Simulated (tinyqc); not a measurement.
Quantum well in an electric field by finite differences, step by step. Values are carried at full precision from step to step, so a last printed digit may differ when a step is redone from the rounded ones.

Finite differences on points z_i at the centres of cells of width h: H_ii = (c/h^2)(1/m_(i-1/2) + 1/m_(i+1/2)) + V_i, H_(i,i+1) = -(c/h^2)/m_(i+1/2), where m_(i+1/2) is the mean of the masses at the two points (the end values are repeated outwards), psi = 0 on the points beyond both ends, c = hbar^2/2m0. The field adds e F (z - z0) with z0 the middle of the structure; 1 kV/cm = 1e-5 eV/angstrom.

Constants: hbar^2/2m0 = 3.80998211 eV angstrom^2.

Inputs chosen for the exercise (near those of an InGaAs well in InP; shifted at random, so the results belong to these values and not to a real crystal):
```
symbol  value                                                        unit      meaning
layers  ((54, 0.264, 0.0775), (90, 0, 0.0401), (54, 0.264, 0.0775))            each layer: thickness in angstrom, band edge in eV, mass in m0
F       58                                                           kV/cm     field along z
h       18                                                           angstrom  cell width of the coarse grid
hf      1.125                                                        angstrom  cell width of the fine grid
```

## The coarse grid

List the points, the potential with the field, and the masses.

Grid:
```
i   z (angstrom)   V (eV)  m (m0)
1            9.0   0.2118  0.0775
2           27.0   0.2222  0.0775
3           45.0   0.2327  0.0775
4           63.0  -0.0209  0.0401
5           81.0  -0.0104  0.0401
6           99.0   0.0000  0.0401
7          117.0   0.0104  0.0401
8          135.0   0.0209  0.0401
9          153.0   0.2953  0.0775
10         171.0   0.3058  0.0775
11         189.0   0.3162  0.0775
```

## The tridiagonal Hamiltonian

Form the diagonal and the neighbouring elements; V in the grid already includes the field.

diagonal H_ii (eV): 0.5153  0.5257  0.5844  0.4724  0.5761  0.5865  0.5969  0.5141  0.6470  0.6092  0.6197

H_(i,i+1) (eV): -0.1517  -0.1517  -0.2000  -0.2932  -0.2932  -0.2932  -0.2932  -0.2000  -0.1517  -0.1517

## Lowest levels on the coarse grid

Diagonalise the symmetric tridiagonal matrix; give the three lowest levels and the weights u_i^2 (sum 1) of the two lowest.

levels (eV): 0.0402  0.1758  0.3173

weights on the points:
```
             1      2      3      4      5      6      7      8      9     10     11
level 1  0.000  0.004  0.029  0.176  0.252  0.248  0.181  0.096  0.012  0.001  0.000
level 2  0.005  0.027  0.093  0.248  0.088  0.009  0.183  0.271  0.064  0.010  0.001
```

## Halving the cell width

The same with h, h/2, ..., h/32. The end points move with h, since psi vanishes half a cell beyond the structure. Richardson value (4 E(h/32) - E(h/16))/3.

Convergence:
```
cell (angstrom)  points  E1 (eV)  E2 (eV)  E1 - finest (meV)
18.0000              11  0.04020  0.17575             -5.082
9.0000               22  0.04385  0.18523             -1.429
4.5000               44  0.04491  0.18774             -0.370
2.2500               88  0.04519  0.18845             -0.092
1.1250              176  0.04526  0.18866             -0.019
0.5625              352  0.04528  0.18873              0.000
```

Richardson values of E1, E2 (eV): 0.04529  0.18876

The coarse grid is 5.1 meV too low in E1. The last differences between rows shrink by a factor 3.8 (4 for a pure h^2 error, 2 for one linear in h).

## Positions and dipoles on the fine grid

With h sum psi^2 = 1: <z - z0> of three levels, |z_12| and |z_13|, the mass m1 from 1/m1 = <1|1/m|1>, and f_1j = (m1/c)(E_j - E_1) z_1j^2.

levels (eV): 0.0453  0.1887  0.3490

<z - z0> (angstrom): -5.1  -1.0  -29.8

|z_12|, |z_13| (angstrom): 24.99  0.32

m1 = 0.0414 m0

f_12, f_13: 0.974  0.000

Parity is broken, so the 1-3 transition is allowed, with 0.00036 times the strength of 1-2. E2 - E1 = 143.4 meV, a wavelength of 8.6 micrometre (hc = 1239.841984 eV nm). Level 3 lies above the lowest point of the outer barriers, so it is a resonance or a state of the finite grid, and values that rest on it depend on the ends of the grid.

## Checks

- E1 at zero field on the grid h/32 against transfer matrices between the same hard ends, eV: both 0.0468.

Run: tinyqc, `OMP_NUM_THREADS=1 python tinyqc.py 1250127 1250128 out.jsonl`; Intel(R) Xeon(R) Processor @ 2.30GHz, one thread, shared host; about 0.03 s of CPU time with all checks.
